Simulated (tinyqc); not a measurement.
Plane-wave Kohn-Sham cycle with exchange-only LDA in a layered model solid, step by step. Computed by tinyqc, a small Python program that keeps every step. Settings: points = 16, plane-wave index or count = 3, electrons = 2, k points = 4, area = 12.0, mixing = 0.8, iteration cap = 57, Kerker q0 = 0.95. Command: `OMP_NUM_THREADS=1 python tinyqc.py 31071 31072 out.jsonl` (the two numbers bound the seeds that draw the settings). One thread of a shared host (Intel(R) Xeon(R) Processor @ 2.60GHz), about 0.01 s of CPU time with the checks. Later iterations appear only in the table of the cycle.

## Iteration 1: potential

A solid whose potential varies along x alone (atomic units):
```
parameter,value
period a,6.600000
cross-section of the cell,12.000000
electrons per cell,2
grid points,16
"plane waves -n..n, n",3
k points,4
V1 in V1 cos(2 pi x/a),-0.310000
V2 in V2 cos(4 pi x/a),-0.290000
```

density at the start, on the grid x_j = j a/N (e/bohr^3): 0.02525253  0.02525253  0.02525253  0.02525253  0.02525253  0.02525253  0.02525253  0.02525253  0.02525253  0.02525253  0.02525253  0.02525253  0.02525253  0.02525253  0.02525253  0.02525253

V_H(G) = 4 pi rho(G)/G^2 for G != 0 (uniform background); v_x = -(3 rho/pi)^(1/3); V = V_ext + V_H + v_x; Fourier components f(G_m) = (1/N) sum_j f(x_j) exp(-i G_m x_j).

Potentials on the grid (hartree):
```
x,V_ext,V_H,v_x,V
0.000000,-0.600000,0.000000,-0.288907,-0.888907
0.412500,-0.491464,0.000000,-0.288907,-0.780371
0.825000,-0.219203,0.000000,-0.288907,-0.508111
1.237500,0.086429,0.000000,-0.288907,-0.202478
1.650000,0.290000,0.000000,-0.288907,0.001093
2.062500,0.323693,0.000000,-0.288907,0.034785
2.475000,0.219203,0.000000,-0.288907,-0.069704
2.887500,0.081342,0.000000,-0.288907,-0.207566
3.300000,0.020000,0.000000,-0.288907,-0.268907
3.712500,0.081342,0.000000,-0.288907,-0.207566
4.125000,0.219203,0.000000,-0.288907,-0.069704
4.537500,0.323693,0.000000,-0.288907,0.034785
4.950000,0.290000,0.000000,-0.288907,0.001093
5.362500,0.086429,0.000000,-0.288907,-0.202478
5.775000,-0.219203,0.000000,-0.288907,-0.508111
6.187500,-0.491464,0.000000,-0.288907,-0.780371
```

V(G_m), m = 0, 1, 2, ... (hartree): -0.288907  -0.155000  -0.145000  0.000000  0.000000  0.000000  0.000000

## Iteration 1: Hamiltonian at one k

k = 0.125000 2 pi / a

H(m,m') = (k + G_m)^2/2 delta + V(G_m - G_m'), with V(-G) = V(G).

H (hartree):
```
,-3,-2,-1,+0,+1,+2,+3
-3,3.456660,-0.155000,-0.145000,0.000000,0.000000,0.000000,0.000000
-2,-0.155000,1.304198,-0.155000,-0.145000,0.000000,0.000000,0.000000
-1,-0.145000,-0.155000,0.058035,-0.155000,-0.145000,0.000000,0.000000
+0,0.000000,-0.145000,-0.155000,-0.281827,-0.155000,-0.145000,0.000000
+1,0.000000,0.000000,-0.145000,-0.155000,0.284610,-0.155000,-0.145000
+2,0.000000,0.000000,0.000000,-0.145000,-0.155000,1.757347,-0.155000
+3,0.000000,0.000000,0.000000,0.000000,-0.145000,-0.155000,4.136384
```

## Iteration 1: levels at that k

Diagonalise the Hermitian matrix.

eigenvalues (hartree): -0.435187  0.086345  0.341269  1.324967  1.773735  3.473083  4.151196

## Iteration 1: new density

Motion across x is left out: the lowest 1 band(s) hold two electrons at each of the k points (j + 1/2)/nk - 1/2. Residual R = rho(out) - rho(in); rho(new) = rho(in) + 0.8 R, with R(G) scaled by G^2/(G^2 + 0.95^2) (Kerker). rho(out) = 2/(a A nk) sum |psi|^2 with psi = sum c exp(i G x). Harris energy E = band energy - dV sum rho (V_H/2 + v_x) + (3/4) dV sum rho v_x with rho(in), dV = a A/N, band energy = (2/nk) sum of the filled levels.

rho(out) (e/bohr^3): 0.08050368  0.06945523  0.04535956  0.02381075  0.01131637  0.00565141  0.00321135  0.00209271  0.00174196  0.00209271  0.00321135  0.00565141  0.01131637  0.02381075  0.04535956  0.06945523

density after iteration 1 (e/bohr^3): 0.05285089  0.04603908  0.03188479  0.02083196  0.01643315  0.01619664  0.01716360  0.01794242  0.01820622  0.01794242  0.01716360  0.01619664  0.01643315  0.02083196  0.03188479  0.04603908

energy per cell = -0.71413516 hartree

## Iteration 2: potential

As before.

Potentials on the grid (hartree):
```
x,V_ext,V_H,v_x,V
0.000000,-0.600000,0.231173,-0.369551,-0.738378
0.412500,-0.491464,0.202950,-0.352939,-0.641452
0.825000,-0.219203,0.131628,-0.312261,-0.399836
1.237500,0.086429,0.045492,-0.270957,-0.139036
1.650000,0.290000,-0.032437,-0.250360,0.007204
2.062500,0.323693,-0.092246,-0.249153,-0.017706
2.475000,0.219203,-0.132890,-0.254015,-0.167703
2.887500,0.081342,-0.156195,-0.257801,-0.332654
3.300000,0.020000,-0.163776,-0.259058,-0.402834
3.712500,0.081342,-0.156195,-0.257801,-0.332654
4.125000,0.219203,-0.132890,-0.254015,-0.167703
4.537500,0.323693,-0.092246,-0.249153,-0.017706
4.950000,0.290000,-0.032437,-0.250360,0.007204
5.362500,0.086429,0.045492,-0.270957,-0.139036
5.775000,-0.219203,0.131628,-0.312261,-0.399836
6.187500,-0.491464,0.202950,-0.352939,-0.641452
```

V(G_m), m = 0, 1, 2, ... (hartree): -0.282724  -0.082955  -0.144472  -0.001213  0.000517  0.000306  0.000019

## Iteration 2: Hamiltonian at one k

k = 0.125000 2 pi / a

As before.

H (hartree):
```
,-3,-2,-1,+0,+1,+2,+3
-3,3.462843,-0.082955,-0.144472,-0.001213,0.000517,0.000306,0.000019
-2,-0.082955,1.310381,-0.082955,-0.144472,-0.001213,0.000517,0.000306
-1,-0.144472,-0.082955,0.064219,-0.082955,-0.144472,-0.001213,0.000517
+0,-0.001213,-0.144472,-0.082955,-0.275643,-0.082955,-0.144472,-0.001213
+1,0.000517,-0.001213,-0.144472,-0.082955,0.290794,-0.082955,-0.144472
+2,0.000306,0.000517,-0.001213,-0.144472,-0.082955,1.763531,-0.082955
+3,0.000019,0.000306,0.000517,-0.001213,-0.144472,-0.082955,4.142568
```

## Iteration 2: levels at that k

As before.

eigenvalues (hartree): -0.344574  0.027310  0.352424  1.325310  1.775639  3.471918  4.150667

## Iteration 2: new density

As before.

rho(out) (e/bohr^3): 0.06988194  0.06132100  0.04232557  0.02472706  0.01400592  0.00896190  0.00686549  0.00600014  0.00574430  0.00600014  0.00686549  0.00896190  0.01400592  0.02472706  0.04232557  0.06132100

density after iteration 2 (e/bohr^3): 0.06022923  0.05257376  0.03608622  0.02197213  0.01487078  0.01291677  0.01306961  0.01354745  0.01373775  0.01354745  0.01306961  0.01291677  0.01487078  0.02197213  0.03608622  0.05257376

energy per cell = -0.57111441 hartree

## Convergence

Stop when sqrt(dV sum R^2) is below 1e-8, dV = a A/N.

Course of the cycle:
```
iteration,E (hartree),norm of the residual
1,-0.71413516,2.39e-01
2,-0.57111441,9.37e-02
3,-0.54923202,2.22e-02
4,-0.54837500,5.48e-03
5,-0.54837536,1.98e-03
6,-0.54837639,7.27e-04
7,-0.54837653,2.70e-04
8,-0.54837655,1.01e-04
9,-0.54837656,3.85e-05
10,-0.54837656,1.47e-05
11,-0.54837656,5.61e-06
12,-0.54837656,2.15e-06
13,-0.54837656,8.27e-07
14,-0.54837656,3.18e-07
15,-0.54837656,1.23e-07
16,-0.54837656,4.72e-08
17,-0.54837656,1.82e-08
18,-0.54837656,7.02e-09
```

Converged in 18 iterations. Before convergence this energy mixes input and output and is not variational, so it may rise towards its limit.
